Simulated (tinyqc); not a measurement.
Approximations to the ground state: Holstein polaron on two sites. Computed by tinyqc, a small Python program. Command: `OMP_NUM_THREADS=1 python tinyqc.py 3008564 3008565 out.jsonl holstein walk`. One thread of a shared host (Intel(R) Xeon(R) Processor @ 2.30GHz), about 0.01 s of CPU time with the checks.

One electron on sites 1 and 2: H = -t (c1+ c2 + c2+ c1) + hbar omega sum_i b_i+ b_i - g hbar omega sum_i n_i (b_i + b_i+). The symmetric phonon shifts the energy by -g^2 hbar omega/2 and drops out; with b = (b_1 - b_2)/sqrt(2) there remains H = -t sigma_x + hbar omega b+ b - (g hbar omega/sqrt(2)) sigma_z (b + b+). Parity splits it into blocks p = +1 and -1 over phonon numbers n. Zero-point energies are left out. Weights Z refer to mode b alone; the displaced symmetric mode multiplies the full zero-phonon weight by exp(-g^2/2).

Inputs (values chosen for the exercise, for a model dimer): hopping t = 36 meV; phonon energy hbar omega = 67.8 meV; coupling g = 1.22.

Method:
- Polaron binding energy E_p = g^2 hbar omega; ratio E_p/t (the adiabatic potential has two wells when it exceeds 1); adiabaticity hbar omega/t.
- Block p: H_nn = n hbar omega - p t (-1)^n - g^2 hbar omega/2, H_(n,n+1) = -(g hbar omega/sqrt(2)) sqrt(n + 1).
- Use 60 levels in both blocks; Z = c_0^2 is the weight of n = 0 in the ground state c; the splitting is the lowest odd level less the lowest even one, which without coupling is the smaller of 2t and hbar omega; <sigma_x> = sum (-1)^n c_n^2 measures the kinetic energy.
- Second order: E = -t - E_p/2 - (E_p/2) hbar omega/(hbar omega + 2t). Lang-Firsov: E = -E_p - t exp(-g^2). Variable displacement: E(x) = -E_p/2 - t exp(-g^2 x^2) - (E_p/2)(2x - x^2), minimised over 0 <= x <= 1. Adiabatic, classical lattice: E = -E_p/2 - t for E_p < t, else -E_p - t^2/(2 E_p); it leaves out the change of zero-point energy.

E_p = 100.914 meV

E_p/t = 2.80315

ground-state energy = -116.272 meV

hbar omega/t = 1.88333

Ground-state energy (meV):

| method | E | E - exact |
|---|---|---|
| second order in g | -110.93 | 5.3444 |
| Lang-Firsov | -109.04 | 7.2317 |
| variable displacement | -113.95 | 2.3247 |
| adiabatic, classical | -107.33 | 8.9368 |

best displacement x = 0.62935

What does the comparison show, and why?

Closest here is variable displacement (+2.32 meV), furthest adiabatic, classical (+8.94 meV), at hbar omega/t = 1.88 and E_p/t = 2.80. Lang-Firsov and variable displacement are variational and lie above the exact value.

Extremes, crossings and ranges named in words are read from the listed rows.
